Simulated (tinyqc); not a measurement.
## Mobility and doping from two currents

Inverse problem. A trap-free film with injecting contacts is fitted, with diffusion neglected, by J = q mu N V/Lf + (9/8) eps0 eps_r mu V^2/Lf^3. Find mu, N and the voltage at which both terms are equal.

Parameters, values chosen for the exercise: relative permittivity eps_r = 9.34; film thickness Lf = 320 nm.

Constants: q = 1.602176634e-19 C, eps0 = 8.8541878128e-14 F/cm where lengths are in cm. Results are converted to the units shown.

J at 2.5 and 15 V (A/cm^2): 1385.4179  16830.151

Solution. J/V is a straight line in V: the slope gives mu and the intercept mu N.

mu = 1.60 cm^2/(V s)
N = 5.50e16 cm^-3
crossover voltage = 9.70 V

Program tinyqc, `OMP_NUM_THREADS=1 python tinyqc.py 2730064 2730065 out.jsonl`; Intel Xeon 2.30GHz, shared host, one thread, about 0.1 s.
